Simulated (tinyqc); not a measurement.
Inside a calculation. Model: scattering of inversion-layer electrons by surface optical phonons of the gate insulator (remote phonon scattering). Computed by tinyqc, a small Python program that keeps every step. Command: `OMP_NUM_THREADS=1 python tinyqc.py 3110434 3110435 out.jsonl sophonon walk`. One thread of a shared host (Intel(R) Xeon(R) Processor @ 2.30GHz), about 0.02 s of CPU time with the checks. Intermediate numbers are printed to about 7 digits and carried at full precision; extremes and crossings named in words are read from the listed rows.

One subband with the Fang-Howard envelope; insulator and channel are half-spaces, the gate is far away, and an interlayer only moves the polar surface away by t (its own modes and its permittivity contrast are left out).

Inputs (values chosen for the exercise, modelled on AlN on In0.53Ga0.47As):

| quantity | value | unit |
|---|---|---|
| static constant of the insulator eps_0s | 8.96 | - |
| intermediate constant eps_i | 7.43 | - |
| optical constant eps_inf | 4.89 | - |
| hbar omega_TO1 | 83.7 | meV |
| hbar omega_TO2 | 87.3 | meV |
| constant of the channel eps_s | 13.9 | - |
| in-plane mass m | 0.0428 | m_0 |
| valleys g_v | 1 | - |
| sheet density n | 2.3e+12 | 1/cm^2 |
| mean distance of the electrons z0 = 3/b | 2.4 | nm |
| interlayer thickness t | 0 | nm |
| temperature T | 250 | K |
| electron energy E | 49 | meV |
| mobility from other processes | 3720 | cm^2/(V s) |

Screening by the channel electrons: static.

Constants: k_B = 8.617333262e-05 eV/K; hbar^2/(2 m_0) = 3.80998212 eV angstrom^2; e^2/(4 pi eps_0) = 14.39964548 eV angstrom; hbar = 6.582119569e-16 eV s; e = 1.602176634e-19 C; m_0 = 9.1093837015e-31 kg.

## Surface modes and strengths

eps(w) = eps_inf + (eps_0s - eps_i) w1^2/(w1^2 - w^2) + (eps_i - eps_inf) w2^2/(w2^2 - w^2). Surface modes solve eps(w) + eps_s = 0, a quadratic in w^2; the strength of a mode is g = 2/(w d eps/dw). Occupation N = 1/(exp(hbar w/(k_B T)) - 1).

hbar omega_SO (meV): 1 84.71983, 2 95.13259

strengths g: 1 0.000301835, 2 0.009173431

occupations N: 1 0.01998561, 2 0.01223183

hbar omega g (2 N + 1) (meV): 1 0.0265936, 2 0.8940415

The upper mode has the larger hbar omega g N, the prefactor of absorption before the dependence on q: 5.11e-4 and 0.0107 meV.

## The electron gas

Density of states D = g_v m/(pi hbar^2); eta = E_F/(k_B T) = ln(exp(n/(D k_B T)) - 1); screening wave number q_s = e^2 D/(2 eps_0 eps_avg) x 1/(1 + exp(-eta)), eps_avg = (eps_s + eps_inf)/2; b = 3/z0.

D = 1.787891e+13 1/(eV cm^2)

eta = 5.968816

q_s = 0.1717381 1/nm

b = 1.25 1/nm

Caution: E_F is high enough for upper subbands or non-parabolicity, left out here, to matter.

## Squared matrix elements

For a mode of strength g, without the occupation factor, Area x |M(q)|^2 = e^2 hbar w g/(2 eps_0 q) x (b/(b + q))^6 exp(-2 q t) / (1 + (q_s/q) H(q))^2, H = (1 + 9 x/8 + 3 x^2/8)/(1 + x)^3, x = q/b.

Area x |M|^2 (meV^2 nm^2):

| q (1/nm) | (b/(b + q))^6 | exp(-2 q t) | mode 1 | mode 2 |
|---|---|---|---|---|
| 0.05 | 0.7903145 | 1 | 208.0285 | 7099.519 |
| 0.10 | 0.6301696 | 1 | 235.2858 | 8029.747 |
| 0.20 | 0.4104423 | 1 | 173.4649 | 5919.945 |
| 0.30 | 0.2750869 | 1 | 110.1492 | 3759.130 |
| 0.50 | 0.1328103 | 1 | 43.4686 | 1483.481 |
| 0.80 | 0.0513969 | 1 | 12.4835 | 426.033 |
| 1.20 | 0.0176386 | 1 | 3.1076 | 106.054 |

## Rates at the energy E

Approximate momentum relaxation rate, taking tau v alike in the initial and final states: 1/tau = (m/(2 pi hbar^3)) sum over modes and over absorption (N, E' = E + hbar w) and emission (N + 1, E' = E - hbar w > 0) of [(1 - f(E'))/(1 - f(E))] int_0^(2 pi) Area |M(q)|^2 (1 - cos theta) d theta, q^2 = k^2 + k'^2 - 2 k k' cos theta, f the Fermi function; 48 midpoints in theta from 0 to pi.

rates (1/ps): mode 1 absorption 0.0165244, mode 1 emission 0.0000000, mode 2 absorption 0.3914171, mode 2 emission 0.0000000

tau at E = 2451.332 fs

## Mobility

mu = (e/m) int tau E f (1 - f) dE/(k_B T int f dE), by 300 midpoints from 0 to (max(eta, 0) + 14) k_B T; Matthiessen sum with the other processes.

remote-phonon mobility = 596820.0 cm^2/(V s)

total mobility = 3696.957 cm^2/(V s)

loss of mobility = 0.6194425 %

Caution: a relaxation time is only an approximation for inelastic scattering, and static or no screening brackets the true dynamic screening only roughly.

## What an interlayer buys

The formulas are those given above.

Against the interlayer thickness:

| t (nm) | remote-phonon mobility (cm^2/(V s)) | total (cm^2/(V s)) |
|---|---|---|
| 0.0 | 596820 | 3696.957 |
| 0.3 | 810371 | 3703.001 |
| 0.6 | 1090065 | 3707.348 |
| 1.0 | 1595595 | 3711.347 |
| 1.5 | 2512029 | 3714.499 |
| 2.0 | 3861320 | 3716.420 |
| 3.0 | 8538507 | 3718.380 |

1 nm of interlayer raises the remote-phonon mobility by a factor 2.67, as exp(2 q t) with an effective q of 0.49 per nm; between 2 and 3 nm the effective q is 0.40. The total goes from 3700 to 3710 over the first nanometre.

Checks made by the program: sum of strengths against 1/(eps_s + eps_inf) - 1/(eps_s + eps_0s) (relative difference below 1e-10).
